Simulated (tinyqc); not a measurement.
Haynes-Shockley experiment: what a collector records, against the sweep field along the drift.

A sheet injected at x = 0, t = 0 gives at x = L the signal n(t) = N0 exp(-t/tau - (L - v t)^2/(4 D t))/sqrt(4 pi D t), D = mu Vt, v = mu F. Its peak lies at tp = [-D + sqrt(D^2 + u^2 L^2)]/u^2, u^2 = v^2 + 4 D/tau; dt is the full width at half height. Simple readings: mobility L/(F tp), diffusion coefficient (L dt/tp)^2/(16 ln 2 tp). Area v times the integral of n over N0: (v/u) exp(L (v - u)/(2 D)).

Values chosen for this exercise: temperature T = 350 K; minority-carrier mobility mu = 475 cm^2/(V s); lifetime tau = 4.3e-6 s; distance from injector to collector L = 920 um.

Constants: q = 1.602176634e-19 C, kB = 1.380649e-23 J/K, Vt = kB T/q. Results are converted to the units shown.

Haynes-Shockley experiment: what a collector records, against the sweep field along the drift:
```
F (V/cm)	L/v (us)	tp (us)	dt (us)	apparent mobility (cm^2/(V s))	apparent D (cm^2/s)	area	exp(-L/(v tau))
5.2	37.25	20.15	12.77	878.1	15.21	0.001113	1.730e-4
9.1	21.28	15.82	8.824	639.1	15.01	0.01050	0.007085
16	12.11	10.71	4.879	536.8	14.78	0.06247	0.05989
28	6.917	6.596	2.343	498.2	14.60	0.1987	0.2002
48	4.035	3.958	1.085	484.3	14.49	0.3886	0.3913
83	2.334	2.314	0.4840	478.9	14.42	0.5794	0.5812
140	1.383	1.378	0.2221	476.8	14.38	0.7240	0.7249
250	0.7747	0.7734	0.09328	475.8	14.36	0.8348	0.8351
```

What does the comparison show, and why?

True values: mu = 475 cm^2/(V s), D = 14.3 cm^2/s. The apparent mobility is 85 % above the true one in the first row and 0.18 % above it in the last, and the apparent D 6.2 % above and 0.22 % above D. The peak always comes before L/v, since spreading and decay both weigh down the later part of the signal; the shift is 46 % and 0.18 % in these rows.

Numbers from tinyqc (`OMP_NUM_THREADS=1 python tinyqc.py 2310011 2310012 out.jsonl`; about 0.01 s on one thread of a shared Intel Xeon 2.30GHz).
